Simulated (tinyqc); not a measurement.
Band filling: full bands against the rectangular model: Slater-Koster d bands of a bcc metal.

Slater-Koster d bands. For a bond with direction cosines (l, m, n) the 5 x 5 block is dds Ps + ddp Pp + ddd (1 - Ps - Pp), the projectors on sigma, pi and delta states about the bond; for instance <xy|xy> = 3 l^2 m^2 dds + (l^2 + m^2 - 4 l^2 m^2) ddp + (n^2 + l^2 m^2) ddd, <xy|yz> = 3 l m^2 n dds + l n (1 - 4 m^2) ddp + l n (m^2 - 1) ddd and <3z2-r2|3z2-r2> = (n^2 - (l^2 + m^2)/2)^2 dds + 3 n^2 (l^2 + m^2) ddp + (3/4)(l^2 + m^2)^2 ddd. H(k) sums the blocks times cos(k.R) over the neighbours; the d level is the zero of energy; k in 2 pi/a.

Neighbours: eight at (a/2)(1,1,1) and equivalents, and six at a(1,0,0) and equivalents with the integrals times f2.

Mesh: k = f1 b1 + f2 b2 + f3 b3 with fractions (j + 1/2)/N, j = 0 to N - 1, and b = (-1,1,1), (1,-1,1), (1,1,-1) for fcc, (0,1,1), (1,0,1), (1,1,0) for bcc, unit vectors for simple cubic. The lowest Nd/10 of all levels are filled with two electrons each; the bond energy is their sum per atom.

Values chosen for the exercise (of the size met in Fe; the results hold for these values, not for the real material):

| symbol | value | unit | meaning |
|---|---|---|---|
| dds | -0.704 | eV | dd sigma |
| ddp | 0.345 | eV | dd pi |
| ddd | -0.077 | eV | dd delta |
| f2 | 0.487 |  | factor on all three integrals for second neighbours |
| N | 8 |  | mesh |

W = sqrt(12 mu2) with mu2 the mean square level on the mesh; rectangular model: Fermi level W (Nd/10 - 1/2), bond energy -W Nd (10 - Nd)/20. The Fermi level of the mesh is the highest filled level.

Per atom (eV):

| Nd | EF, bands | bond energy, bands | EF, rectangle | bond energy, rectangle |
|---|---|---|---|---|
| 1 | -1.580 | -1.802 | -1.642 | -1.848 |
| 2 | -1.319 | -3.243 | -1.232 | -3.285 |
| 3 | -1.036 | -4.431 | -0.821 | -4.311 |
| 4 | -0.387 | -5.225 | -0.411 | -4.927 |
| 5 | 0.414 | -5.214 | 0.000 | -5.133 |
| 6 | 0.638 | -4.693 | 0.411 | -4.927 |
| 7 | 0.826 | -3.957 | 0.821 | -4.311 |
| 8 | 1.021 | -3.067 | 1.232 | -3.285 |
| 9 | 1.540 | -1.837 | 1.642 | -1.848 |

W = 4.106 eV
full width on the mesh = 4.669 eV

What does the comparison show, and why?

The bond energy is deepest at Nd = 4 (-5.225 eV); the rectangle has its minimum at 5. The two differ most at Nd = 7, by 0.355 eV or 7 % of the deepest value: the second moment fixes the parabola, and higher moments the rest. At Nd = 3 and 7 the bands give -4.431 and -3.957 eV, a skew towards less than half filling.

(tinyqc, `OMP_NUM_THREADS=1 python tinyqc.py 1480923 1480924 out.jsonl`, Intel(R) Xeon(R) Processor @ 2.30GHz, 1 thread, shared host, about 0.02 s.)
